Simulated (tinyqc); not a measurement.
Power transistor in saturation, electro-thermal loop: one step of the calculation.

One temperature T for the device, T = T0 + Rth P(T), with P(T) = V I0 (T/300 K)^(-al) [1 + kv (T - 300 K)/Vov]^2. The loop gain is Rth dP/dT; a solution is thermally stable when it is below one.

Task. Loop gain and effective thermal resistance. P(T) = V I0 (T/300 K)^(-al) [1 + kv (T - 300 K)/Vov]^2; P'(T) = P [-al/T + 2 kv/(Vov + kv (T - 300 K))]; G = Rth P'. A small change of T0 changes T by 1/(1 - G) times as much.

Parameters, values chosen for the exercise:

| symbol | value | unit | meaning |
|---|---|---|---|
| V | 48 | V | drain voltage |
| I0 | 0.52 | A | saturation current at 300 K |
| al | 1.3 |  | exponent of the mobility |
| Vov | 1.2 | V | overdrive at 300 K |
| kv | 1.1 | mV/K | fall of the threshold with temperature |
| Rth | 4.6 | K/W | thermal resistance |

converged T = 412.37216 K

Wanted: P; G; dT/dT0.

Result.

P = 20.081 W
G = -0.13767
dT/dT0 = 0.87899

The feedback is negative: heating lowers the power, and the device steadies itself.

Computed by the program tinyqc: `OMP_NUM_THREADS=1 python tinyqc.py 2520063 2520064 out.jsonl`, one thread of a shared Intel Xeon 2.30GHz, about 0.01 s for the whole run.
